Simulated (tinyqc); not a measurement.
Thickness and doping from the maximum and minimum capacitance.

Question. A MOS capacitor has Cmax = Cox = eps0 eox/tox and 1/Cmin = 1/Cox + Wm/(eps0 eps_r), with Wm = sqrt(4 eps0 eps_r Vt ln(N/ni)/(q N)) and N well above ni. Find tox, Wm and N.

Values chosen for this exercise; band and dielectric values those of a made-up semiconductor:
```
symbol,value,unit,meaning
T,325,K,temperature
eps_r,16.7,,relative permittivity
eox,7.28,,relative permittivity of the gate insulator (close to silicon nitride)
```

Constants: q = 1.602176634e-19 C, kB = 1.380649e-23 J/K, Vt = kB T/q, eps0 = 8.8541878128e-14 F/cm where lengths are in cm. Results are converted to the units shown.

Cmax = 0.23020888 uF/cm^2
Cmin = 0.029493476 uF/cm^2
ni = 6.7402137e11 cm^-3

Answer. Cmax gives tox and the series difference Wm. N follows by iterating N = 4 eps0 eps_r Vt ln(N/ni)/(q Wm^2); ln(N/ni)/N falls steadily for N > e ni, so there is one root in that range.

tox = 28.00 nm
Wm = 437.1 nm
N = 4.800e15 cm^-3

tinyqc, about 0.01 s, one thread, Intel Xeon 2.30GHz (shared host): `OMP_NUM_THREADS=1 python tinyqc.py 2060023 2060024 out.jsonl`
